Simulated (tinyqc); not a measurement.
Hydrogen passivation and dissociation of interface defects with a spread of activation energies. Changing the spread s_d. Computed by tinyqc, a small Python program. Command: `OMP_NUM_THREADS=1 python tinyqc.py 3007326 3007327 out.jsonl passivation sweep`. One thread of a shared host (Intel(R) Xeon(R) Processor @ 2.30GHz), about 0.01 s of CPU time with the checks.

Active defects P react as P + H2 -> HP + H and HP -> P + H; released atomic hydrogen is removed. All defects start active. Activation energies are normally distributed, independently for the two reactions.

Inputs (values chosen for the exercise, for a model interface):
```
quantity                        value    unit
defect density N_0            1.6e+12   cm^-2
mean passivation energy E_f      1.64      eV
spread s_f                      0.083      eV
prefactor k_f0                3.1e-09  cm^3/s
mean dissociation energy E_d     2.88      eV
prefactor k_d0                5.2e+12     1/s
dissolved hydrogen [H2]       9.3e+16   cm^-3
anneal temperature T              720       K
anneal time t                      56       s
```

Ambient: hydrogen.

Constants: k_B = 8.617333262e-05 eV/K.

Method. a = k_f0 [H2] exp(-E_f/k_B T), b = k_d0 exp(-E_d/k_B T); the active share of one kind of site is b/(a + b) + (a/(a + b)) exp(-(a + b) t). Full average: z from -5 to 5 in steps of 0.125 with normalised weights exp(-z^2/2), energy = mean + spread x z, over both energies.

One run for each value:
```
spread s_d (eV)  active share  active share, single energy
0.010                  0.8975                       0.9479
0.037                  0.8975                       0.9479
0.064                  0.8975                       0.9479
0.091                  0.8975                       0.9479
0.120                  0.8975                       0.9479
0.150                  0.8975                       0.9479
0.170                  0.8975                       0.9479
0.200                  0.8975                       0.9479
```

Describe and explain the trends.

Over the rows, active share rises from 0.8974836 to 0.8974981; active share, single energy does not change. The spread s_d changes the active share little here.
